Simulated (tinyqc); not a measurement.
Inside a calculation: standing waves and exposure in a photoresist film. Values are carried at full precision from step to step, so a last printed digit may differ when a step is redone from the rounded ones.

Normal incidence from air. Unexposed resist: N1 = n1 + i k1 with k1 = (A + B) lam/(4 pi), lam in micrometres. r01 = (1 - N1)/(1 + N1), t01 = 2/(1 + N1). Substrate Ns = ns + i ks: r12 = (N1 - Ns)/(N1 + Ns). With p = exp(2 pi i N1 d/lam), the field at depth z is E(z) = t01 [exp(2 pi i N1 z/lam) + r12 p^2 exp(-2 pi i N1 z/lam)]/(1 + r01 r12 p^2), the relative intensity I(z) = n1 |E(z)|^2 and the reflectance R = |(r01 + r12 p^2)/(1 + r01 r12 p^2)|^2.

Parameters, chosen for this exercise (a resist on Al, indices near tabulated ones; shifted at random, so the results belong to these values and not to a real crystal): lam = 193 nm (vacuum wavelength); n1 = 1.712 (resist index); A = 0.09 1/micrometre (bleachable absorption (Dill A)); B = 0.62 1/micrometre (fixed absorption (Dill B)); d = 211 nm (resist thickness); ns = 0.109 (substrate n); ks = 2.206 (substrate k); C = 0.029 cm^2/mJ (exposure rate (Dill C)); D = 20 mJ/cm^2 (incident dose); Ld = 10 nm (diffusion length of the post-exposure bake).

## Interface coefficients

Form N1, r01, t01 and r12.

N1 = 1.71200+0.01090i
r01 = -0.2625-0.0030i
t01 = 0.7375-0.0030i
r12 = -0.2366-0.9174i
|r12|^2 = 0.8976

Next to the bottom the intensity swings by a factor ((1 + |r12|)/(1 - |r12|))^2 = 1.37e+03 between antinode and node.

## Round trip and reflectance

Form p^2, the denominator and R; the period of the standing wave is lam/(2 n1).

p^2 = -0.0360-0.8601i
1 + r01 r12 p^2 = 1.2056-0.0598i
R = 0.7842
period = 56.37 nm

The film holds 3.74 periods.

## Intensity and exposure over the lowest period

Nine depths from d - period to d. Without bleaching during the exposure the share of unexposed compound is m = exp(-C D I).

Profile:

| z (nm) | I | m |
|---|---|---|
| 154.6 | 0.787 | 0.634 |
| 161.7 | 0.149 | 0.917 |
| 168.7 | 0.037 | 0.979 |
| 175.8 | 0.516 | 0.741 |
| 182.8 | 1.305 | 0.469 |
| 189.9 | 1.942 | 0.324 |
| 196.9 | 2.054 | 0.304 |
| 204.0 | 1.574 | 0.401 |
| 211.0 | 0.784 | 0.635 |

I runs from 0.037 to 2.054 on these points, so m runs from 0.304 to 0.979; the least exposed point listed lies 42.3 nm above the bottom.

## Smoothing by the bake

Gaussian diffusion of length Ld multiplies a cosine of period L by exp(-2 pi^2 Ld^2/L^2). Give that factor, and the Ld that leaves 10 %.

factor = 0.537
Ld for 10 % = 19.25 nm

## Checks

- R against the transfer-matrix product: both 0.78417.
- Absorption (A + B) d times the mean of I against 1 - R - T: both 0.166.

Program tinyqc; command `OMP_NUM_THREADS=1 python tinyqc.py 1650545 1650546 out.jsonl`; about 0.01 s on one thread of a shared Intel(R) Xeon(R) Processor @ 2.30GHz.
